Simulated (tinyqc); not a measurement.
# Single-photon avalanche diode, trigger probability and counting: two studies

A multiplication layer of width W with the uniform field V/W; alpha = an exp(-bn/E) for electrons, beta = ap exp(-bp/E) for holes (local model, no dead space). a = alpha W, b = beta W. Electrons enter at x = 0, holes at x = W. P0 is the probability that an electron entering at 0 starts a lasting avalanche, PW the same for a hole entering at W.

Inputs (values chosen for the exercise); ionisation coefficients close to those of silicon:
```
symbol   value   unit                                                       meaning
an      6.89e5   1/cm                                            electron prefactor
bn        1.24  MV/cm                                                electron field
ap      1.59e6   1/cm                                                hole prefactor
bp        1.98  MV/cm                                                    hole field
W            1     um                             width of the multiplication layer
eta       0.56         probability that a photon makes a pair that enters the layer
Gd        1900    1/s                          thermal generation rate in the layer
td          10     ns                                                     dead time
Cd          16     fF                                             diode capacitance
Rq         100   kohm                                             quench resistance
pa        1e-7                           trapping probability per avalanche carrier
tt          22     ns                                             trap release time
nph      4.9e7    1/s                                                   photon rate
```

Constants: q = 1.602176634e-19 C. Results are converted to the units shown.

Each table varies one quantity; the others keep the values above.

## Effect of the width of the multiplication layer

Breakdown: ln(a/b) = a - b with a not equal to b. Above it PW/(1 - PW) = [P0/(1 - P0)] exp(b - a) and b ln(1 - P0) = a ln(1 - PW); the mean over pairs made evenly in the layer is Pm = ln[(1 - PW)/(1 - P0)]/(a - b). The excess bias is 10 % of VB in every row.

Results:

| W (um) | VB (V) | E at VB (MV/cm) | beta/alpha at VB | P0 | PW |
|---|---|---|---|---|---|
| 0.15 | 8.745 | 0.5830 | 0.6486 | 0.4530 | 0.3554 |
| 0.25 | 12.26 | 0.4904 | 0.5103 | 0.5472 | 0.3711 |
| 0.41 | 17.40 | 0.4244 | 0.4036 | 0.6337 | 0.3781 |
| 0.67 | 25.06 | 0.3741 | 0.3192 | 0.7120 | 0.3785 |
| 1.8 | 54.21 | 0.3012 | 0.1977 | 0.8389 | 0.3632 |
| 3 | 81.99 | 0.2733 | 0.1539 | 0.8869 | 0.3488 |
| 5 | 125.0 | 0.2499 | 0.1195 | 0.9236 | 0.3312 |

Estimate the missing row, W = 1.1 um.

Computed row:

| W (um) | VB (V) | E at VB (MV/cm) | beta/alpha at VB | P0 | PW |
|---|---|---|---|---|---|
| 1.1 | 36.71 | 0.3337 | 0.2513 | 0.7811 | 0.3732 |

With this row back in the table: As W grows, VB rises from 8.75 to 125 V, as W^(0.76) on average, the breakdown field falls from 0.583 to 0.250 MV/cm and beta/alpha falls from 0.649 to 0.119. At equal relative excess P0 rises from 0.453 to 0.924 and PW goes from 0.355 through a maximum of 0.378 (at W = 0.67 um among the rows listed) to 0.331. For W = 0.15, 0.25 dead space and band-to-band tunnelling, left out here, matter.

## Effect of the excess bias

PDP = eta P0; dark counts Gd Pm; avalanche charge Cd Vx/q; afterpulse probability pa (Cd Vx/q) exp(-td/tt) Pm; true rate n = nph PDP + dark counts; measured n/(1 + n td) (non-paralysable) or n exp(-n td) (paralysable); recharge time Rq Cd.

Result of one run:

| Vx (V) | Vx/VB (%) | P0 | PW | Pm | PDP | dark counts (1/s) | afterpulse (%) |
|---|---|---|---|---|---|---|---|
| 2.2 | 6.455 | 0.6234 | 0.2541 | 0.4323 | 0.3491 | 821.3 | 0.6028 |

What becomes of these results when the excess bias Vx is changed from 2.2 to 5.4 V, all else the same?

Result of the changed run:

| Vx (V) | Vx/VB (%) | P0 | PW | Pm | PDP | dark counts (1/s) | afterpulse (%) |
|---|---|---|---|---|---|---|---|
| 5.4 | 15.84 | 0.8909 | 0.5437 | 0.7434 | 0.4989 | 1412 | 2.545 |

The whole series:

| Vx (V) | Vx/VB (%) | P0 | PW | Pm | PDP | dark counts (1/s) | afterpulse (%) |
|---|---|---|---|---|---|---|---|
| 0.34 | 0.9976 | 0.1481 | 0.04217 | 0.08534 | 0.08293 | 162.1 | 0.01839 |
| 0.54 | 1.584 | 0.2233 | 0.06649 | 0.1318 | 0.1251 | 250.4 | 0.04512 |
| 0.86 | 2.523 | 0.3284 | 0.1046 | 0.2009 | 0.1839 | 381.7 | 0.1095 |
| 1.4 | 4.108 | 0.4710 | 0.1668 | 0.3044 | 0.2637 | 578.4 | 0.2702 |
| 2.2 | 6.455 | 0.6234 | 0.2541 | 0.4323 | 0.3491 | 821.3 | 0.6028 |
| 3.4 | 9.976 | 0.7679 | 0.3738 | 0.5796 | 0.4300 | 1101 | 1.249 |
| 5.4 | 15.84 | 0.8909 | 0.5437 | 0.7434 | 0.4989 | 1412 | 2.545 |
| 8.6 | 25.23 | 0.9642 | 0.7427 | 0.8832 | 0.5400 | 1678 | 4.814 |
| 14 | 41.08 | 0.9937 | 0.9188 | 0.9703 | 0.5565 | 1844 | 8.611 |

VB is 34.08 V. P0 rises from 0.148 to 0.994 and PW rises from 0.0422 to 0.919; P0 goes as Vx^(0.89) at the start and Vx^(0.06) at the end. Electrons trigger better in every row. The afterpulse probability keeps growing, as Vx^(1.19) at the end, because the avalanche charge grows with Vx. For Vx = 8.6, 14 the excess bias passes a quarter of VB, where tunnelling adds dark counts that are left out here.

Program tinyqc, `OMP_NUM_THREADS=1 python tinyqc.py 2630043 2630044 out.jsonl`; Intel Xeon 2.30GHz, shared host, one thread, about 0.01 s.
